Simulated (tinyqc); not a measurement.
Inside a calculation. Method: Hueckel theory of the pi electrons, for the molecule C=CC(=C)C(=C)C=O (SMILES; centres numbered as the heavy atoms are written). One step of it, computed by the program tinyqc.

Question. Orbitals. Diagonalise; E = alpha + x beta with beta < 0, so the largest x are filled first; degenerate levels share their electrons. P = sum n_i c_ri c_si; each orbital has its largest coefficient positive (the first on a tie).

Hueckel matrix in units of beta (H = alpha + beta A), lower triangle:
```
          1C        2C        3C        4C        5C        6C        7C        8O
1C  0.000000
2C  1.000000  0.000000
3C  0.000000  1.000000  0.000000
4C  0.000000  0.000000  1.000000  0.000000
5C  0.000000  0.000000  1.000000  0.000000  0.000000
6C  0.000000  0.000000  0.000000  0.000000  1.000000  0.000000
7C  0.000000  0.000000  0.000000  0.000000  1.000000  0.000000  0.000000
8O  0.000000  0.000000  0.000000  0.000000  0.000000  0.000000  1.000000  0.850000
```

pi electrons, sum of z_r less the charge = 8

Give: x values; occupations; coefficients; charge and bond-order matrix P.

Answer.

x values: 2.1373  1.5590  0.9675  0.5307  -0.3481  -0.6256  -1.2900  -2.0808

occupations: 2.0000  2.0000  2.0000  2.0000  0.0000  0.0000  0.0000  0.0000

coefficients:
```
       MO1      MO2      MO3      MO4      MO5      MO6      MO7      MO8
1C  0.1394  -0.2616   0.4445  -0.4625   0.1233   0.5495  -0.3944   0.1670
2C  0.2978  -0.4079   0.4301  -0.2455  -0.0429  -0.3437   0.5089  -0.3475
3C  0.4972  -0.3743  -0.0284   0.3323  -0.1084  -0.3344  -0.2620   0.5561
4C  0.2326  -0.2401  -0.0294   0.6261   0.3114   0.5346   0.2031  -0.2673
5C  0.5322   0.0644  -0.4282  -0.2043  -0.2307   0.0184  -0.3740  -0.5424
6C  0.2490   0.0413  -0.4426  -0.3849   0.6629  -0.0293   0.2899   0.2607
7C  0.3912   0.4334   0.0568  -0.0558  -0.4742   0.3523   0.4545   0.3118
8O  0.3039   0.6113   0.4831   0.1747   0.3958  -0.2387  -0.2124  -0.1064
```

charge and bond-order matrix P, lower triangle:
```
         1C       2C       3C       4C       5C       6C      7C      8O
1C   0.9988
2C   0.9059   1.0006
3C   0.0018   0.4139   0.9970
4C  -0.4148   0.0018   0.8287   1.0091
5C  -0.0771  -0.0036   0.3696  -0.0139   1.0248
6C   0.0104  -0.0771  -0.0139  -0.3599   0.8066   0.8154
7C  -0.0157  -0.0444   0.0242  -0.0993   0.4464   0.2233  0.6944
8O   0.0327   0.0121  -0.0669   0.0382  -0.0828  -0.3602  0.8030  1.4598
```
